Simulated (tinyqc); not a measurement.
What moves the results: polytypes by hexagonality, and a cubic inclusion as a quantum well. A value that a table varies takes the place of the one given here.

Gap: E3 + (E2 - E3) h. Valence top Ev2 h and polarisation P2 h, both counted from 3C; Ec = Ev + gap.

A cubic inclusion of width L = N d in the host (h = 1) is a well of depth V = Ec(host) - Ec(3C). Square well with mass mismatch: k tan(k L/2) = (m_w/m_b) q, k = sqrt(m_w E/c), q = sqrt(m_b (V - E)/c), c = hbar^2/2m0, lowest root. The depth of the level, V - E, is its binding, and the transition to the valence top of the host is gap(host) - (V - E). The step in polarisation gives a field |F| = |P|/(eps eps0) in a thin inclusion, eps0 = 8.8541878e-12 F/m.

Constants: hbar^2/2m0 = 3.80998211 eV angstrom^2.

Inputs chosen for the exercise (of the order of those of GaN; not measured data): E3 = 3.298 eV (gap of the cubic polytype); E2 = 3.526 eV (gap of 2H); Ev2 = 0.049 eV (valence top of 2H above that of 3C); P2 = -0.0213 C/m^2 (spontaneous polarisation of 2H); m = (0.207, 0.208) m0 (electron mass along c in the cubic layer and in the host); d = 2.585 angstrom (thickness of a double layer); eps = 9.5 (dielectric constant); N = 8 (double layers in the cubic inclusion).

## Width of the inclusion

Without the field: square well. With it, the potential inside is |F| (z - L/2), the host conduction edge lies at V - |F| L/2 on one side and V + |F| L/2 on the other, and the lowest level E_F is found by finite differences (step 0.25 angstrom, wide box, good to about 1 meV). Holes sit in the host on the high side, so the transition is gap(host) - V + E_F - |F| L/2. A dash: bound by less than 2 meV or not at all.

Results:
```
N   L (angstrom)  depth (eV)  transition (eV)  depth below the low side, with field (eV)  transition with field (eV)
1           2.58       0.007            3.519                                          -                           -
2           5.17       0.025            3.501                                          -                           -
3           7.75       0.049            3.477                                          -                           -
4          10.34       0.074            3.452                                          -                           -
6          15.51       0.120            3.406                                      0.005                       3.128
8          20.68       0.155            3.371                                      0.007                       2.995
12         31.02       0.199            3.327                                      0.008                       2.733
```

The square well binds a level even at N = 1 (7 meV), as any symmetric one-dimensional well does; the depth grows to 199 of 277 meV, and the transition tends to E3 - Ev(host) = 3.249 eV. With the field the level is bound by 2 meV or more for N = 6, 8 and 12, and the transition is lowered by 278 meV at N = 6 and 594 meV at N = 12, where |F| L/2 = 393 meV. Free carriers or surface charge screen the field and the step between the two sides; with the field removed every row returns to its square-well depth, and the attraction to the hole, left out here, binds the electron further.

## What each parameter does

Well depth, depth of the level, transition without the field and field. Each row changes one parameter from the base and keeps the others.

Results:
```
case                   V (eV)  depth (eV)  transition (eV)  |F| (MV/cm)
base                   0.2770      0.1547           3.3713        2.532
N = 9                  0.2770      0.1685           3.3575        2.532
Ev2 = 0.079 eV         0.3070      0.1782           3.3478        2.532
E3 = 3.278 eV          0.2970      0.1703           3.3557        2.532
E2 = 3.556 eV          0.3070      0.1782           3.3778        2.532
P2 = -0.0277 C/m^2     0.2770      0.1547           3.3713        3.293
eps = 10.5             0.2770      0.1547           3.3713        2.291
m = (0.248, 0.208) m0  0.2770      0.1595           3.3665        2.532
```

The largest shifts from the base row, up to three for each result and ties (the steps differ in size, so this ranks the rows, not the parameters). V (eV): Ev2 +0.0300, E2 +0.0300, E3 +0.0200; unchanged at the printed digits by N, P2, eps and m. depth (eV): Ev2 +0.0235, E2 +0.0235, E3 +0.0156; unchanged at the printed digits by P2 and eps. transition (eV): Ev2 -0.0235, E3 -0.0156, N -0.0138; unchanged at the printed digits by P2 and eps. |F| (MV/cm): P2 +0.761, eps -0.241; unchanged at the printed digits by N, Ev2, E3, E2 and m.

Run: tinyqc, `OMP_NUM_THREADS=1 python tinyqc.py 1880861 1880862 out.jsonl`; Intel(R) Xeon(R) Processor @ 2.30GHz, one thread, shared host; about 0.05 s of CPU time with all checks.
